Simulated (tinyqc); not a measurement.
The 3-omega method: a line heater on a substrate with a thin film: one step, computed by the program tinyqc. Command: `OMP_NUM_THREADS=1 python tinyqc.py 3026326 3026327 out.jsonl threeomega walk`. One thread of a shared host (Intel(R) Xeon(R) Processor @ 2.30GHz), about 0.01 s of CPU time with the checks.

A current at angular frequency omega = 2 pi f heats the line at 2 omega with the amplitude P per length; the temperature swing Delta T at 2 omega gives a voltage at 3 omega. The substrate is taken as semi-infinite and isotropic, and the heat capacity of heater and film is left out.

Question. Temperature swing of the bare substrate. Delta T_s = (P/(pi kappa)) int_0^infinity (sin x/x)^2 / sqrt(x^2 + (q b)^2) dx with (q b)^2 = i |q b|^2, averaged over the heater width (12 Gauss-Legendre points on each of the pieces 0, 14 log-spaced edges from 1e-5 to 1, and multiples of pi to 40 pi; the tail adds 1/(4 (40 pi)^2)). For |q| b much below 1: Delta T_s = (P/(pi kappa)) [-ln(|q| b) + eta - i pi/4], eta = 3/2 - C_E = 0.92278, with Euler's C_E = 0.5772157.

Inputs (values chosen for the exercise, modelled on silica on gallium nitride):

| quantity | value | unit |
|---|---|---|
| substrate conductivity kappa | 198 | W/(m K) |
| substrate heat capacity C | 2.94 | 1e6 J/(m^3 K) |
| heater half-width b | 13 | micrometre |
| power amplitude per length P | 9.1 | W/m |
| current frequency f | 160 | Hz |

|q| b = 0.07103123

Give: in-phase Delta T_s; out-of-phase Delta T_s; in-phase, narrow-line form; out-of-phase, narrow-line form.

Answer.

in-phase Delta T_s = 0.05220 K

out-of-phase Delta T_s = -0.01144 K

in-phase, narrow-line form = 0.05219 K

out-of-phase, narrow-line form = -0.01149 K

The narrow-line form misses the in-phase part by -0.02 % and the out-of-phase part by +0.4 % at |q| b = 0.071. Caution: the penetration depth exceeds a fifth of the substrate thickness, so the back face is felt and the semi-infinite formula fails.
